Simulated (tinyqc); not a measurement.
Valley splitting of a silicon quantum well in envelope theory: sweeps and comparisons. A value that a table varies takes the place of the one given here.

The well lies at 0 < z < L; U(z) = V0 [1/(1 + exp(z/w)) + 1/(1 + exp((L - z)/w))] - e F z, 1 mV/nm = 1e-4 eV/angstrom. The envelope psi solves -(c/ml) psi'' + U psi = E psi, c = hbar^2/2m0, by three-point differences on a grid of 0.1 angstrom from -40 to L + 40 angstrom. The two valleys at +/- k0 couple through D = C0 times the integral of exp(-i q z) U(z) psi^2, q = 2 k0 (2 pi/a), and split by Ev = 2|D|.

Random alloy: with Y(z) = Yw + (Yb - Yw) B(z), B the bracket in U, and in-plane density exp(-r^2/ad^2)/(pi ad^2), D gains a random complex part of variance sigma^2 = (C0^2/pi)(a^2 V0/(8 ad (Yb - Yw)))^2 (4/a) times the integral of psi^4 Y (1 - Y). Alone it gives a mean splitting sqrt(pi) sigma; together with the smooth part the rms splitting is 2 sqrt(|D|^2 + sigma^2).

Constants: hbar^2/2m0 = 3.80998211 eV angstrom^2.

Values chosen for the exercise (near those of a strained Si well in SiGe; not measured data): L = 52 angstrom (well width); V0 = 0.19 eV (conduction offset); ml = 0.899 m0 (mass along z); F = 2.5 mV/nm (field pressing towards the upper interface); k0 = 0.847 2 pi/a (valley position); a = 5.431 angstrom (lattice constant); C0 = 0.273 (Bloch overlap factor); Yb = 0.29 (Ge share of the barrier); Yw = 0 (Ge share of the well); ad = 100 angstrom (dot radius); ws = (0.3, 0.6, 0.9, 1.2, 2.2, 2.9, 4.1) angstrom (interface widths); Ls = (52, 53.4, 54.7, 56.1, 57.4, 58.8, 60.1, 61.5) angstrom (widths in steps of one atomic layer, a/4, rounded to the grid); F2 = 1 mV/nm (second field, zero or weak); w1 = 0.8 angstrom (interface width for this table); w = 1.3 angstrom (interface width parameter).

## Sharpness of the interface

The smooth part 2|D| and the disorder part against w, beside y/sinh(y) with y = pi q w. The 12 to 88 % width of the step is 4w.

Results:

| w (angstrom) | 4w (angstrom) | 2\|D\| (micro-eV) | y/sinh(y) | sqrt(pi) sigma (micro-eV) |
|---|---|---|---|---|
| 0.3 | 1.2 | 53.13 | 0.60 | 9.1 |
| 0.6 | 2.4 | 13.11 | 0.18 | 10.4 |
| 0.9 | 3.6 | 4.87 | 0.043 | 12.3 |
| 1.2 | 4.8 | 1.57 | 0.0091 | 14.7 |
| 2.2 | 8.8 | 0.01 | 3.5e-05 | 26.3 |
| 2.9 | 11.6 | 0.00 | 6.3e-07 | 37.7 |
| 4.1 | 16.4 | 0.00 | 5.5e-10 | 63.0 |

What can be read from the table?

The smooth part needs a Fourier component of U psi^2 at a wavelength of 3.21 angstrom; from the first row to the third it falls by a factor 10.9, while y/sinh(y) falls by 13.7 (the envelope near the step and the phase between the two interfaces change too). The disorder part goes from 9.1 to 63.0 micro-eV, growing as the electron overlaps more alloy. It takes over between w = 0.6 and 0.9 angstrom, that is a step 2.4 to 3.6 angstrom wide, with 1.36 angstrom to an atomic layer.

## Adding atomic layers

The smooth splitting Ev = 2|D| with w = w1, at the field F2 and at F.

Results:

| L (angstrom) | q L mod 2 pi | Ev at F2 (micro-eV) | Ev at F (micro-eV) |
|---|---|---|---|
| 52.0 | 1.38 | 4.90 | 6.73 |
| 53.4 | 4.12 | 12.2 | 12.9 |
| 54.7 | 0.39 | 9.56 | 10.5 |
| 56.1 | 3.13 | 6.82 | 8.15 |
| 57.4 | 5.68 | 11.2 | 11.9 |
| 58.8 | 2.14 | 2.15 | 5.12 |
| 60.1 | 4.69 | 10.1 | 10.8 |
| 61.5 | 1.15 | 4.46 | 6.36 |

What does this show, and why?

At F2 the splitting swings between 2.15 and 12.2 micro-eV, a ratio of 5.68, as the two interfaces add with the phase q L, which advances on average by 2.66 rad a layer. At F the ratio is 2.52, where in the first row psi^2 at the upper interface is 1.98 times that at the lower one: the field unbalances the two contributions, which fills in the minima.

## What each parameter does

Orbital spacing, psi^2 at z = L, the smooth splitting and sigma; V0 is held fixed when Yw changes. Each row changes one parameter from the base and keeps the others.

Results:

| case | E2 - E1 (meV) | psi^2(L) (1e-3/angstrom) | 2\|D\| (micro-eV) | sigma (micro-eV) |
|---|---|---|---|---|
| base | 34.60 | 2.254 | 1.02 | 8.8 |
| ad = 140 angstrom | 34.60 | 2.254 | 1.02 | 6.3 |
| Yw = 0.03 | 34.60 | 2.254 | 1.02 | 96.5 |
| L = 58 angstrom | 28.95 | 1.855 | 0.94 | 7.0 |
| V0 = 0.237 eV | 36.16 | 1.795 | 1.20 | 9.5 |
| w = 0.91 angstrom | 33.83 | 2.406 | 4.71 | 7.0 |
| F = 3.75 mV/nm | 34.92 | 2.610 | 1.10 | 9.6 |
| k0 = 0.827 2 pi/a | 34.60 | 2.254 | 1.30 | 8.8 |
| C0 = 0.328 | 34.60 | 2.254 | 1.23 | 10.6 |

What can be read from the table?

The largest shifts from the base row, up to three for each result and ties (the steps differ in size, so this ranks the rows, not the parameters). E2 - E1 (meV): L -5.64, V0 +1.56, w -0.77; unchanged at the printed digits by ad, Yw, k0 and C0. psi^2(L) (1e-3/angstrom): V0 -0.459, L -0.399, F +0.356; unchanged at the printed digits by ad, Yw, k0 and C0. 2|D| (micro-eV): w +3.69, k0 +0.28, C0 +0.21; unchanged at the printed digits by ad and Yw. sigma (micro-eV): Yw +87.7, ad -2.5, w -1.8, L -1.8, C0 +1.8; unchanged at the printed digits by k0.

(tinyqc, `OMP_NUM_THREADS=1 python tinyqc.py 1252030 1252031 out.jsonl`, Intel(R) Xeon(R) Processor @ 2.30GHz, 1 thread, shared host, about 0.05 s.)
